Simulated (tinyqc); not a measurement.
Kronig-Penney superlattice by transfer matrices, step by step. Values are carried at full precision from step to step, so a last printed digit may differ when a step is redone from the rounded ones.

Wells (width a, potential 0, mass mw) alternate with barriers (width b, height V0, mass mb); period d = a + b; c = hbar^2/2m0. The vector (psi, psi'/m) is continuous, and a layer of thickness t carries it by M = [[cos kt, (m/k) sin kt], [-(k/m) sin kt, cos kt]] with k = sqrt(m (E - V)/c); for E < V, k = i kappa gives [[cosh, (m/kappa) sinh], [(kappa/m) sinh, cosh]] of kappa t. A Bloch state obeys cos(q d) = tr(Mb Mw)/2.

Constants: hbar^2/2m0 = 3.80998211 eV angstrom^2; hbar = 6.58211957e-16 eV s.

Parameters, chosen for this exercise (near those of a GaAs superlattice with barriers of AlGaAs; shifted at random, so the results belong to these values and not to a real crystal): a = 114 angstrom (well width); b = 35 angstrom (barrier width); V0 = 0.267 eV (barrier height); mw = 0.0674 m0 (mass in the wells); mb = 0.0944 m0 (mass in the barriers); E = 0.0252 eV (trial energy); F = 40 kV/cm (field along the axis).

## Layer matrices at one energy

Form the matrix of the well and of the barrier at E.

k in the well = 0.02111 1/angstrom
kappa in the barrier = 0.07740 1/angstrom

Mw (angstrom units):
```
          1         2
1  -0.74209    2.1397
2  -0.20998  -0.74209
```

Mb (angstrom units):
```
        1       2
1  7.5410  9.1158
2  6.1285  7.5410
```

## The matrix of one period

Multiply M = Mb Mw and take half the trace. If its size is at most 1, E lies in a miniband and q d = arccos(tr M/2); otherwise the state decays by exp(-arccosh|tr M/2|) a period.

M:
```
         1       2
1  -7.5102  9.3708
2  -6.1314  7.5172
```

tr M/2 = 0.0035
q d in a band, or the decay exponent in a gap = 1.567

E lies in a miniband; det M = 1.0000, as for any such product.

## Miniband edges

The edges are the energies where tr M/2 = +1 (q = 0) or -1 (q = pi/d); the first three minibands.

Minibands:

| band | bottom (eV) | top (eV) | width (meV) |
|---|---|---|---|
| 1 | 0.0238 | 0.0267 | 2.9 |
| 2 | 0.0939 | 0.1071 | 13.2 |
| 3 | 0.2033 | 0.2417 | 38.4 |

3 minibands of these lie wholly below V0. The first gap is 67.2 meV wide; the single well of width a has E1 = 0.0253 eV, inside the first miniband.

## Dispersion along the axis

Solve tr M/2 = cos(q d) inside each miniband at q d/pi = 0, 1/6, ..., 1. The cosine form is E_bottom + (W/2)(1 - cos q d) with the true width W.

Energies (eV):

| q d/pi | band 1 | cosine form | band 2 |
|---|---|---|---|
| 0.000 | 0.0238 | 0.0238 | 0.1071 |
| 0.167 | 0.0240 | 0.0240 | 0.1061 |
| 0.333 | 0.0245 | 0.0246 | 0.1035 |
| 0.500 | 0.0252 | 0.0253 | 0.1001 |
| 0.667 | 0.0259 | 0.0260 | 0.0969 |
| 0.833 | 0.0265 | 0.0265 | 0.0947 |
| 1.000 | 0.0267 | 0.0267 | 0.0939 |

The cosine form, which holds for hopping between neighbouring wells alone, misses band 1 by at most 0.1 meV, 2 % of its width.

## Mass along the axis

With f(E) = tr M/2, 1 - (q d)^2/2 = 1 + f'(E_bottom)(E - E_bottom) gives m_z = -2 c f'/d^2 (f' by a central difference of 1e-6 eV at the bottom of band 1). The cosine form gives 4 c/(W d^2), W the width of band 1 between tr M/2 = +1 and -1.

f' = -764.7 1/eV
m_z = 0.2624 m0
m_z of the cosine form = 0.2403 m0
W = 2.86 meV

The mass along the axis is 3.89 times mw.

## In a field along the axis

One-band picture: ladder spacing e F d, Bloch frequency e F d/(2 pi hbar), and extent W/(e F) of a Stark state, with W the width of band 1; 1 kV/cm = 1e-5 V/angstrom.

e F d = 59.600 meV
Bloch frequency = 14.411 THz
W/(e F d) = 0.05 periods

The state is confined to about one period: the miniband has broken into a ladder of single-well levels.

## Checks

- Bottom of band 1 from 121 plane waves (the mass step taken by inverting the matrix of m) against the transfer matrix, eV: both 0.0238.

Run: tinyqc, `OMP_NUM_THREADS=1 python tinyqc.py 1251027 1251028 out.jsonl`; Intel(R) Xeon(R) Processor @ 2.30GHz, one thread, shared host; about 0.05 s of CPU time with all checks.
